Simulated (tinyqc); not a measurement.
Surface potential of a MOS transistor: implicit equation and explicit approximations: one step of the calculation.

p-type body, charge-sheet picture, depletion and inversion only, full ionisation (an idealisation for deep acceptors), Boltzmann statistics (rough once Na exp(x - xn) passes about Nc/7). In units of Vt: xg = (Vg - Vfb)/Vt, x = psi/Vt, G = gamma/sqrt(Vt), xn = (2 phiF + Vc)/Vt. The implicit equation is (xg - x)^2 = G^2 [x - 1 + exp(x - xn)] for x above about 3. Cox = eps0 eox/tox.

Problem. Potential, charges and gate control. psi = Vt x; N_dep = Cox Vt G sqrt(x - 1)/q; N_inv = (Cox Vt G/q) [sqrt(x - 1 + exp(x - xn)) - sqrt(x - 1)]; dpsi/dVg = 1/[1 + G^2 (1 + exp(x - xn))/(2 (xg - x))].

Values chosen for this exercise; band and dielectric values close to those of 4H silicon carbide:
```
symbol,value,unit,meaning
T,300,K,temperature
eox,22.3,,relative permittivity of the gate insulator (close to hafnium oxide)
tox,39,nm,insulator thickness
Vc,0.5,V,channel-body voltage
```

Constants: q = 1.602176634e-19 C, kB = 1.380649e-23 J/K, Vt = kB T/q, eps0 = 8.8541878128e-14 F/cm where lengths are in cm. Results are converted to the units shown.

converged x = 124.43630
G = 2.5871152
xn = 134.53222
xg = 153.17964

Give: psi; N_dep; N_inv; dpsi/dVg.

Solution.

psi = 3.2169 V
N_dep = 2.3481e12 cm^-2
N_inv = 3.9231e5 cm^-2
dpsi/dVg = 0.89571

psi lies 10 Vt below 2 phiF + Vc.

tinyqc, about 0.01 s, one thread, Intel Xeon 2.30GHz (shared host): `OMP_NUM_THREADS=1 python tinyqc.py 2122038 2122039 out.jsonl`
